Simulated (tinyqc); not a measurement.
# Electron mobility of a polar semiconductor by Rode's iterative solution of the Boltzmann equation, step by step

A worked calculation. Computed by tinyqc, a small Python program that keeps every step. Command: `OMP_NUM_THREADS=1 python tinyqc.py 3010967 3010968 out.jsonl rode walk`. One thread of a shared host (Intel(R) Xeon(R) Processor @ 2.30GHz), about 0.01 s of CPU time with the checks. Intermediate numbers are printed to about 6 digits and carried at full precision; extremes and crossings named in words are read from the listed rows.

The distribution is f(E) + e F l(E) (-df/dE) cos(theta) for a weak field F, theta counted from the force; l(E) is a mean free path. Elastic processes enter by their momentum rate, polar optical phonons by out- and in-scattering terms. One valley only: where upper valleys lie close, measured mobilities are lower. The density n is prescribed, even where a narrow-gap material would have more intrinsic carriers.

Inputs (values chosen for the exercise, modelled on InAs):
```
quantity                               value    unit
effective mass m                      0.0225     m_0
static permittivity eps_s               15.1       -
high-frequency permittivity eps_inf     12.3       -
density rho                             5680  kg/m^3
sound velocity v_l                      4270     m/s
acoustic deformation potential D_A       5.7      eV
optical phonon energy hbar w            29.7     meV
piezoelectric coupling K               0.017       -
electron density n                   2.9e+18  1/cm^3
compensation ratio C                       0       -
temperature T                            300       K
grid points per phonon energy s            8       -
iteration cap                            200       -
```

Band: parabolic. Elastic processes: acoustic, piezoelectric, impurity.

Constants: k_B = 8.617333262e-05 eV/K; m_0 = 9.1093837015e-31 kg; e = 1.602176634e-19 C; hbar = 1.054571817e-34 J s; eps_0 = 8.8541878128e-12 F/m; k_B = 1.380649e-23 J/K; hbar = 6.582119569e-16 eV s.

## Fermi level and screening

Parabolic band: E = hbar^2 k^2/(2 m), speed v = hbar k/m, states per spin, volume and energy g(E) = m k/(2 pi^2 hbar^2). Masses are multiplied by m_0 and all formulas are in SI units. The reduced Fermi level eta = E_F/(k_B T) solves n = 2 Z int g f dE with f = 1/(1 + exp(x - eta)) (Z = 1 unless valleys are given); screening length L_s = sqrt(eps_s eps_0 k_B T/(e^2 dn/deta)), dn/deta = 2 Z int g f (1 - f) dE. Integrals over x = E/(k_B T) use 160 Gauss-Legendre points in u = sqrt(x) from 0 to sqrt(max(eta, 0) + 32). N_I = n (1 + C)/(1 - C).

reduced Fermi level eta = 12.6834

screening length L_s = 7.97202 nm

ionised impurity density N_I = 2.90e+18 1/cm^3

Caution: E_F exceeds 0.1 eV in a band of small mass, where non-parabolicity, left out here, matters. Caution: the gas is degenerate, and screening of the polar coupling, left out here, would raise the mobility.

## Rates on one ladder of the grid

Phonon occupation N_q = 1/(exp(hbar w/(k_B T)) - 1). Acoustic deformation potential (elastic, equipartition, absorption and emission together): 1/tau = 2 pi k_B T D_A^2 g(E)/(hbar rho v_l^2). Piezoelectric (elastic, unscreened, momentum relaxation): 1/tau = e^2 K^2 k_B T m (1 + 2 alpha E)/(2 pi eps_s eps_0 hbar^3 k), with alpha = 0 for a parabolic band. Singly charged impurities, momentum relaxation: 1/tau = N_I e^4 m (1 + 2 alpha E) Phi/(8 pi (eps_s eps_0)^2 hbar^3 k^3), with alpha = 0 for a parabolic band. Brooks-Herring: Phi = ln(1 + b) - b/(1 + b), b = 4 k^2 L_s^2. Polar optical, unscreened: W = e^2 w (1/eps_inf - 1/eps_s) m (1 + 2 alpha E') ln|(k + k')/(k - k')| / (4 pi eps_0 hbar^2 k), times N_q for absorption (E' = E + hbar w) and N_q + 1 for emission (E' = E - hbar w > 0), with alpha = 0 for a parabolic band; mean cosine of the angle <cos> = (k^2 + k'^2)/(2 k k') - 1/ln|(k + k')/(k - k')|. Energy grid E_j = (j + 1/2) hbar w/s, j = 0, 1, ..., up to (max(eta, 0) + 18) k_B T, so that E_j +/- hbar w are grid points; l = 0 beyond the grid; integrals are sums times the spacing. With f' = f(E'): out-scattering S_o = sum over absorption and emission of W (1 - f')/(1 - f); nu = sum of elastic rates; the in-scattering weights are c+ = W_abs <cos> (1 - f')/(1 - f) for E' = E + hbar w and c- likewise for emission.

Points j = s/2, s/2 + s, ... (the first seven rungs, or as many as the grid holds), rates in 1e12/s:
```
E (meV)      v (m/s)       nu      S_o       c+        c-
16.706   5.11062e+05  40.9955  5.91030  2.43496  0.000000
46.406   8.51771e+05  19.7093  6.48357  2.96622  0.463144
76.106   1.09080e+06  12.5264  6.31748  3.06135  0.734309
105.806  1.28615e+06   9.0230  6.05713  3.05770  0.823265
135.506  1.45551e+06   6.9754  5.81565  3.02082  0.857196
165.206  1.60712e+06   5.6440  5.59676  2.96764  0.869459
194.906  1.74561e+06   4.7150  5.38329  2.89491  0.873015
```

Points one phonon energy apart are coupled only to each other, so the grid falls into s independent ladders.

## The first two iterations on one ladder of the grid

Iteration: l_new(E) = [v(E) + c+ l(E + hbar w) + c- l(E - hbar w)]/(nu + S_o), from l = 0.

l after iteration 1 (nm): 10.896  32.519  57.886  85.288  113.791  142.972  172.862

l after iteration 2 (all rungs but the last shown) (nm): 12.584  39.267  73.009  111.521  153.272  197.411

In-scattering lengthens l on the lowest rung by 15.5 % and on the second by 20.8 % in this step.

## The whole iteration

mu = e sum g v l f (1 - f) / (3 k_B T sum g f) over the grid; stop when mu changes by less than 1e-8 of itself.

Course of the iteration:
```
iteration  mu (cm^2/(V s))  relative change
1                  12150.7      1.00000e+00
2                  17496.7      3.05543e-01
3                  19862.8      1.19124e-01
4                  20913.4      5.02359e-02
5                  21381.2      2.18807e-02
6                  21590.0      9.67119e-03
7                  21683.4      4.30703e-03
...                    ...              ...
18                 21759.4      6.79688e-07
19                 21759.4      3.09027e-07
20                 21759.4      1.40647e-07
21                 21759.4      6.40808e-08
22                 21759.4      2.92253e-08
23                 21759.4      1.33426e-08
24                 21759.4      6.09753e-09
```

mobility mu = 21759.4 cm^2/(V s)

iterations = 24

Converged in 24 iterations; mu rises at every step, from 12150 to 21760, since each step returns more of the forward-scattered current.

## Approximations against the iterative solution

Self-energy RTA: l = v/(nu + S_o), the first iteration. Momentum RTA: l = v/(nu + S_o - c+ v(E + hbar w)/v - c- v(E - hbar w)/v), listed only where the denominator is positive on the whole grid. The polar-only value solves the same system with nu = 0; the elastic value takes l = v/nu.

Mobilities:
```
method                              mu (cm^2/(V s))  deviation (%)
iterative solution                          21759.4          0.000
self-energy RTA                             12150.7        -44.159
momentum RTA                                21799.7          0.185
polar phonons alone, exact                  77108.7        254.369
elastic processes alone                     30598.3         40.621
Matthiessen's rule on the last two          21905.7          0.672
```

self-energy RTA mobility = 12150.7 cm^2/(V s)

polar-phonon mobility = 77108.7 cm^2/(V s)

elastic mobility = 30598.3 cm^2/(V s)

error of the self-energy RTA = -44.1591 %

The self-energy RTA is 44.2 % low: it counts every polar event as a full loss of current, though forward events keep part of it. Here hbar w/k_B T = 1.15. Matthiessen's rule is 0.7 % high. The momentum RTA deviates by +0.2 %.

Checks made by the program: iterated mobility against a direct solution of the banded linear system (relative difference 5e-09).
